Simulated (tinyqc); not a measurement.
Inside a calculation. Model: Berg model of reactive sputtering of a nitride or oxide: poisoning, hysteresis and pumping speed. Computed by tinyqc, a small Python program that keeps every step. Command: `OMP_NUM_THREADS=1 python tinyqc.py 3031184 3031185 out.jsonl berg walk`. One thread of a shared host (Intel(R) Xeon(R) Processor @ 2.30GHz), about 0.07 s of CPU time with the checks. Intermediate numbers are printed to about 6 digits and carried at full precision; extremes and crossings named in words are read from the listed rows.

A diatomic gas reacts with bare metal on the target and on the collecting surfaces; ions remove metal and compound from the target. theta_t and theta_c are the compound fractions.

Inputs (values chosen for the exercise, close to those used for titanium nitride):
```
quantity                         value     unit
ion current density J              6.4  mA/cm^2
target area A_t                    290     cm^2
collecting area A_c               5400     cm^2
metal yield Y_m                   0.44        -
compound yield Y_c                0.16        -
sticking coefficient alpha        0.65        -
reactive atoms per metal atom z      1        -
gas mass M                          28        u
pumping speed S                    400      l/s
gas temperature T                  300        K
reactive partial pressure P      0.071       Pa
```

Constants: e = 1.602176634e-19 C; u = 1.6605390666e-27 kg; k_B = 1.380649e-23 J/K.

## Steady state at the pressure P

Ion flux j = J/e; gas flux F = P/sqrt(2 pi M k_B T). Target: (2/z) alpha F (1 - theta_t) = j Y_c theta_t. Sputtered flows F_c = j Y_c theta_t A_t, F_m = j Y_m (1 - theta_t) A_t. Collector: (2/z) alpha F (1 - theta_c) A_c + F_c (1 - theta_c) = F_m theta_c. Gas use Q = alpha F [(1 - theta_t) A_t + (1 - theta_c) A_c] + P S/(k_B T); 1 sccm = 4.4780e17 molecules/s. Rate R = F_m + F_c, given relative to j Y_m A_t.

ion flux j = 3.99457e+16 1/(cm^2 s)

gas flux F = 2.04109e+17 1/(cm^2 s)

theta_t = 0.976479

theta_c = 0.999916

gas use (sccm): target 2.0209, collector 0.1337, pump 15.3119

total flow Q = 17.4665 sccm

rate relative to clean metal = 0.378604

The target is poisoned. The film is 100.0 % compound.

## Critical pumping speed

P is a single-valued function of the flow Q only if dQ/dP > 0 everywhere: S must exceed k_B T times the steepest fall of the surface terms with P.

pressure of the steepest fall = 0.00181376 Pa

critical pumping speed = 527.220 l/s

S is 0.76 times the critical value: the flow curve is S-shaped and flow control shows hysteresis.

## The hysteresis loop

Turning points solve dQ/dP = 0; a jump keeps Q fixed; the width of the loop is the difference of the two turning flows.

Corners of the loop:
```
point                            P (Pa)  Q (sccm)   theta_t   theta_c  relative rate
edge of the metallic branch  0.00127583   4.00830  0.427269  0.900903       0.728102
landing, poisoned            0.00471495   4.00830  0.733829  0.986138       0.533018
edge of the poisoned branch  0.00305516   3.93287  0.641121  0.971716       0.592014
landing, metallic            0.00080667   3.93287  0.320507  0.829697       0.796041
```

width of the loop = 0.0754356 sccm

Raising the flow past 4.01 sccm drops the rate from 0.728 to 0.533; the metallic mode returns only below 3.93 sccm. The best film reachable on the metallic branch is 90 % compound, so the region between needs pressure feedback. The pressure P of the inputs lies on the poisoned branch.

## Flow curve at three pumping speeds

The formulas are those given above.

Pressure as the free variable:
```
P (Pa)     theta_t   theta_c  relative rate  Q at S_c/4 (sccm)  Q at S_c (sccm)  Q at 2 S_c (sccm)
0.000091  0.050522  0.285112       0.967849            1.57693          1.59633             1.6222
0.000180  0.095229  0.452344       0.939400            2.43117          2.46955             2.5207
0.000360  0.173898  0.643105       0.889338            3.28061          3.35736             3.4597
0.000630  0.269210  0.780085       0.828685            3.72383          3.85814             4.0372
0.001100  0.391434  0.880817       0.750906            3.84241          4.07692             4.3896
0.001800  0.512794  0.937541       0.673676            3.72249          4.10623             4.6179
0.002900  0.629043  0.969296       0.599700            3.51432          4.13257             4.9569
0.004500  0.724617  0.984998       0.538880            3.34066          4.30001             5.5791
0.007300  0.810195  0.993541       0.484422            3.25791          4.81419             6.8892
0.015000  0.897656  0.998289       0.428764            3.50197          6.69980            10.9636
```

At S_c/4 the flow falls with pressure in 4 of the intervals: as the target poisons, less metal arrives to getter the gas. At 2 S_c it rises throughout. Coverages and rate depend on P alone, not on S. The collector converts before the target (theta_c = 0.88 at theta_t = 0.39), since the metal is spread over a larger area and no ions clean it. The rate tends to Y_c/Y_m = 0.364.

Checks made by the program: gas taken up by surfaces against gas bound in the growing film (relative difference below 1e-10).
